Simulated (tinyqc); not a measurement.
Lateral field, substrate current, probability of reaching the oxide barrier and hot-carrier lifetime of a silicon transistor (pseudo-two-dimensional and lucky-electron models): one step, computed by the program tinyqc.

Local-field models: a lucky carrier gains its energy at the peak field over a path free of collisions. Voltages are magnitudes.

Task: Hot-carrier currents and lifetime. C_ox = 3.9 eps_0/t; F_sat = 2 v_s/mu; V_Dsat = V_ov F_sat L/(V_ov + F_sat L), V_ov = V_G - V_T; I_D/W = C_ox v_s (V_ov - V_Dsat). Scale length l = 0.22 t^(1/3) x_j^(1/2) (all in cm); F_m = sqrt(((V_D - V_Dsat)/l_e)^2 + F_sat^2), with l_e = l + L_n; length of the velocity-saturated region l_e ln((V_D - V_Dsat)/(l_e F_sat) + F_m/F_sat). Substrate current I_sub/I_D = (A_i/B_i)(V_D - V_Dsat) exp(-B_i/F_m); probability of reaching the oxide barrier exp(-phi_b/(e lambda F_m)); lifetime tau = (H/(I_D/W)) exp(phi_it/(e lambda F_m)).

Inputs (values chosen for the exercise, modelled on a silicon n-channel):

| quantity | value | unit |
|---|---|---|
| channel length L | 620 | nm |
| oxide thickness t | 14 | nm |
| junction depth x_j | 100 | nm |
| mobility mu | 300 | cm^2/(V s) |
| saturation velocity v_s | 0.87 | 1e7 cm/s |
| threshold voltage V_T | 0.49 | V |
| gate voltage V_G | 1.7 | V |
| drain voltage V_D | 3.6 | V |
| ionisation prefactor A_i | 1.8e+06 | 1/cm |
| ionisation field B_i | 1.68 | MV/cm |
| hot-carrier mean free path lambda | 8.1 | nm |
| oxide barrier phi_b | 3.1 | eV |
| interface-trap threshold phi_it | 3.6 | eV |
| lifetime constant H | 6 | s microampere/micrometre |
| length of the depleted extension L_n | 44 | nm |

Drain: lightly doped extension.

Constants: eps_0 = 8.8541878128e-12 F/m.

Give: I_sub/I_D; substrate current I_sub/W; probability of reaching phi_b; lifetime tau; exponent m = phi_it/(e lambda B_i).

Result:

I_sub/I_D = 0.001861

substrate current I_sub/W = 0.1216 microampere/micrometre

probability of reaching phi_b = 5.385e-08

lifetime tau = 2.535e+07 s

exponent m = phi_it/(e lambda B_i) = 2.646

Since both exponentials depend on 1/F_m, tau I_D scales about as (I_sub/I_D)^(-m) with m = 2.65, which lets I_sub serve as the monitor. The lifetime is 0.0803 times ten years (3.156e8 s).
